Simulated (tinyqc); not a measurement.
# Model parameters from four stresses

Inverse problem. The threshold shift of a transistor under bias-temperature stress follows dV = A (V/V0)^g exp[-(Ea q/kB)(1/T - 1/T0)] (t/1 s)^n. Find n, A, g and Ea.

Inputs (values chosen for the exercise): reference stress voltage V0 = 1.5 V; reference temperature T0 = 373 K.

Constants: q = 1.602176634e-19 C, kB = 1.380649e-23 J/K. Results are converted to the units shown.

dV at (V0, T0, 10 s), (V0, T0, 1000 s), (1.2 V, T0, 1000 s) and (V0, 398 K, 1000 s) (mV): 34.811909  79.749476  20.444512  100.82613

Answer. Each pair differs in one condition, and the logarithm of its ratio gives one exponent.

n = 0.180
A = 23.0 mV
g = 6.10
Ea = 0.120 eV

Program tinyqc, `OMP_NUM_THREADS=1 python tinyqc.py 2070094 2070095 out.jsonl`; Intel Xeon 2.30GHz, shared host, one thread, about 0.01 s.
